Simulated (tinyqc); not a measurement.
Deep trap from a strong local potential in a two-band host (Koster-Slater model with semi-elliptic bands): one step, computed by the program tinyqc.

The valence band spans -2 W_v to 0 and the conduction band E_g to E_g + 2 W_c. The orbital at the impurity site has weight f_v in the valence band and 1 - f_v in the conduction band, each spread as a semi-ellipse (2/(pi W^2)) sqrt(W^2 - x^2) about the band centre. The impurity adds U to this orbital. Spin is left out.

Problem. The same problem as a small matrix. Each band is replaced by n levels e_k = centre + W cos(k pi/(n + 1)) with weights w_k = f (2/(n + 1)) sin^2(k pi/(n + 1)), k = 1..n (valence first); H_kl = e_k delta_kl + U sqrt(w_k w_l).

Inputs (values chosen for the exercise, for a model semiconductor):

| quantity | value | unit |
|---|---|---|
| gap E_g | 1.42 | eV |
| half-width of the valence band W_v | 3.8 | eV |
| half-width of the conduction band W_c | 5.7 | eV |
| valence weight f_v of the site orbital | 0.56 | - |
| impurity potential U | 25.6 | eV |
| levels per band n | 4 | - |

Impurity: repulsive, acceptor-like.

Give: host levels e_k; weights w_k; H.

Solution.

host levels e_k (eV): -0.73  -2.63  -4.97  -6.87  11.73  8.88  5.36  2.51

weights w_k: 0.0774  0.2026  0.2026  0.0774  0.0608  0.1592  0.1592  0.0608

H (eV):
```
      1     2     3      4      5      6     7     8
1  1.26  3.21  3.21   1.98   1.76   2.84  2.84  1.76
2  3.21  2.56  5.19   3.21   2.84   4.60  4.60  2.84
3  3.21  5.19  0.21   3.21   2.84   4.60  4.60  2.84
4  1.98  3.21  3.21  -4.89   1.76   2.84  2.84  1.76
5  1.76  2.84  2.84   1.76  13.29   2.52  2.52  1.56
6  2.84  4.60  4.60   2.84   2.52  12.96  4.08  2.52
7  2.84  4.60  4.60   2.84   2.52   4.08  9.43  2.52
8  1.76  2.84  2.84   1.76   1.56   2.52  2.52  4.07
```
